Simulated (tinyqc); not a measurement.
# Field length and prefactor from two substrate currents

Question. For Em = (Vd - Vdsat)/l, Isub/Id = (Ai/Bi)(Vd - Vdsat) exp(-Bi l/(Vd - Vdsat)), and l = sqrt(3 tox xj). Find l, Ai and xj.

Parameters, values chosen for the exercise:
```
symbol,value,unit,meaning
tox,9.2,nm,oxide thickness
Bi,1.7,MV/cm,ionisation field
```

Isub/Id at Vd - Vdsat = 2.4 and 3.3 V: 0.0146297899  0.0845033173

Answer. ln[Isub/(Id (Vd - Vdsat))] is linear in 1/(Vd - Vdsat) with slope -Bi l.

l = 74.30 nm
Ai = 2.000e6 1/cm
xj = 200.0 nm

Program tinyqc, `OMP_NUM_THREADS=1 python tinyqc.py 2550082 2550083 out.jsonl`; Intel Xeon 2.30GHz, shared host, one thread, about 0.01 s.
